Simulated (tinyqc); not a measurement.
# Gate sheet resistance from two finger widths

Inverse problem. At low frequency R = Rsh Wf/(3 L) + B/Wf, where B collects the channel and vertical terms. Find Rsh, B and the width of lowest R.

Inputs (values chosen for the exercise): channel length L = 0.25 um.

input resistance of single fingers, contacted at one end, of width 0.89 and 10 um (ohm): 72.700135  77.9

Solution. R Wf is a straight line in Wf^2; the minimum of R lies where both terms are equal.

Rsh = 5.40 ohm/square
B = 59.0 ohm um
width of lowest R = 2.86 um

Program tinyqc, `OMP_NUM_THREADS=1 python tinyqc.py 2262102 2262103 out.jsonl`; Intel Xeon 2.30GHz, shared host, one thread, about 0.01 s.
